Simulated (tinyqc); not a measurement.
X-ray photoelectron analysis of a thin oxide on a semiconductor: attenuation lengths, thickness, angle series and band offsets: one step, computed by the program tinyqc. Command: `OMP_NUM_THREADS=1 python tinyqc.py 3110998 3110999 out.jsonl xps walk`. One thread of a shared host (Intel(R) Xeon(R) Processor @ 2.30GHz), about 0.01 s of CPU time with the checks.

The same element is seen in the oxide and in the substrate, at nearly the same kinetic energy; films are flat and uniform, and the work function is ignored.

Question. Band offsets by core levels. Valence band offset = (E_core - E_v)(substrate) - (E_core - E_v)(oxide) + (core level separation at the interface, oxide less substrate). The separation is made here from the given offset; a uniform field F that raises the binding energy towards the surface shifts the oxide peak by e F <z>, <z> = d/(1 - exp(-x)) - d/x, x = d/(L_o cos theta), being the mean distance from the interface. Conduction band offset = oxide gap - substrate gap - valence band offset.

Inputs (values chosen for the exercise, modelled on SiO2 on 4H-SiC):
```
quantity                                       value   unit
oxide gap                                       8.74     eV
substrate gap                                   3.26     eV
oxide thickness d                                  2     nm
valence band offset used to make the data       2.93     eV
core level less valence band top, substrate    98.91     eV
core level less valence band top, thick oxide  98.51     eV
field in the oxide                              0.82  MV/cm
```

d/(L_o cos theta) = 0.5866137

Give: separation without field; <z>; separation with field; apparent valence band offset; true conduction band offset; apparent conduction band offset.

Answer.

separation without field = 2.53 eV

<z> = 1.097 nm

separation with field = 2.620 eV

apparent valence band offset = 3.020 eV

true conduction band offset = 2.55 eV

apparent conduction band offset = 2.460 eV

The field biases both offsets by 0.090 eV, in opposite directions.
